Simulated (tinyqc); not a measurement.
Six-band hole subbands of a thin body in a field: one step. The matrix for one sine at q = 0. Two cases, with inputs chosen for the exercise.

Question. Nz = 1, in meV.

Basis X, Y, Z times spin, hole energies counted downwards from the unstrained edge (the hydrostatic shift is left out), c = hbar^2/2m0. For a symmetric tensor T let C(T) have C_XX = L Txx + M (Tyy + Tzz), C_XY = N Txy (cyclic), L = c (g1 + 4 g2), M = c (g1 - 2 g2), N = 6 c g3. k = q + kz n, n the unit normal, q = k1 u + k2 v with u along the channel [1-10] and v = n x u. H = C(k k^T) + (Dso/3)(1 - L.sigma) - B + e F z with (L_k)_ij = -i epsilon_kij; B is the block C built from the traceless strain with 2b, -b and sqrt(3) d in place of L, M, N. Strain: exx = eyy = (s11 + s12) sx/2, ezz = s12 sx, exy = -s44 sx/4. Hard walls at z = 0 and t; basis sin(j pi z/t), j = 1 to Nz: kz^2 = (j pi/t)^2, kz = -i D with D_jl = 4 j l/(t (j^2 - l^2)), z_jj = t/2 and z_jl = -8 t j l/(pi (j^2 - l^2))^2 for j + l odd; 1 MV/cm = 0.01 eV/angstrom.

Constants: hbar^2/2m0 = 3.80998211 eV angstrom^2.

Case 1.

Values chosen (near those of a p-type Si channel; not measured data):
- g1 = 4.3 (Luttinger gamma1)
- g2 = 0.34 (gamma2)
- g3 = 1.44 (gamma3)
- Dso = 0.043 eV (spin-orbit splitting)
- b = -2.1 eV (tetragonal potential)
- d = -4.82 eV (trigonal potential)
- S = (7.58, -2.16, 12.55) 1/TPa (compliances s11, s12, s44)
- face = 110 (surface)
- t = 55 angstrom (body thickness)
- F = 0.2 MV/cm (field across the body)
- sx = 0 GPa (stress along the channel [1-10], negative in compression)

Case 2.

Values chosen (near those of a p-type Si channel; not measured data):
- g1 = 4.28 (Luttinger gamma1)
- g2 = 0.34 (gamma2)
- g3 = 1.44 (gamma3)
- Dso = 0.045 eV (spin-orbit splitting)
- b = -2.11 eV (tetragonal potential)
- d = -4.76 eV (trigonal potential)
- S = (7.54, -2.17, 12.5) 1/TPa (compliances s11, s12, s44)
- face = 001 (surface)
- t = 65 angstrom (body thickness)
- F = 0.2 MV/cm (field across the body)
- sx = -1.5 GPa (stress along the channel [1-10], negative in compression)

Give: H.

Answer.

Case 1.

H (meV), rows X+, Y+, Z+, X-, Y-, Z- and columns alike:
```
[[127.01, 53.70+14.33i, 0, 0, 0, -14.33],
 [53.70-14.33i, 127.01, 0, 0, 0, 14.33i],
 [0, 0, 114.33, 14.33, -14.33i, 0],
 [0, 0, 14.33, 127.01, 53.70-14.33i, 0],
 [0, 0, 14.33i, 53.70+14.33i, 127.01, 0],
 [-14.33, -14.33i, 0, 0, 0, 114.33]]
```

Case 2.

H (meV), rows X+, Y+, Z+, X-, Y-, Z- and columns alike:
```
[[96.67, 38.65+15.00i, 0, 0, 0, -15.00],
 [38.65-15.00i, 96.67, 0, 0, 0, 15.00i],
 [0, 0, 160.93, 15.00, -15.00i, 0],
 [0, 0, 15.00, 96.67, 38.65-15.00i, 0],
 [0, 0, 15.00i, 38.65+15.00i, 96.67, 0],
 [-15.00, -15.00i, 0, 0, 0, 160.93]]
```

Computed by tinyqc, one run a case: `OMP_NUM_THREADS=1 python tinyqc.py N N+1 out.jsonl` with N = 1280569, 1281103; one thread of a shared Intel(R) Xeon(R) Processor @ 2.30GHz, about 0.4 s a run at most.
